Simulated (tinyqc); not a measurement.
Specific resistance of a metal-semiconductor contact and its transmission-line measurement: one step, computed by the program tinyqc.

The barrier is parabolic (depletion approximation), energies E are normal energies counted from the band edge in the neutral semiconductor (downwards for holes), and the bias is zero. xi is an input, held fixed when other inputs move.

Question. Current crowding. Transmission-line model: transfer length L_T = sqrt(rho_c/R_sh); R_c = (R_sh L_T/W) coth(d/L_T). Limits: rho_c/(W d) for d << L_T, sqrt(rho_c R_sh)/W for d >> L_T.

Inputs (values chosen for the exercise, modelled on n-type In0.53Ga0.47As):
```
quantity               value        unit
temperature T            300           K
sheet resistance R_sh     14         ohm
contact length d         2.6  micrometre
contact width W          9.1  micrometre
```

Image-force lowering: included.

specific contact resistance rho_c = 1.068801e-08 ohm cm^2

Give: transfer length L_T; d/L_T; contact resistance R_c; R_c W; short-contact limit; long-contact limit.

Answer.

transfer length L_T = 0.27630 micrometre

d/L_T = 9.4100

contact resistance R_c = 0.42508 ohm

R_c W = 3.8682 ohm micrometre

short-contact limit = 0.045173 ohm

long-contact limit = 0.42508 ohm

The contact is long: current crowds at the front edge, and more length does not help.
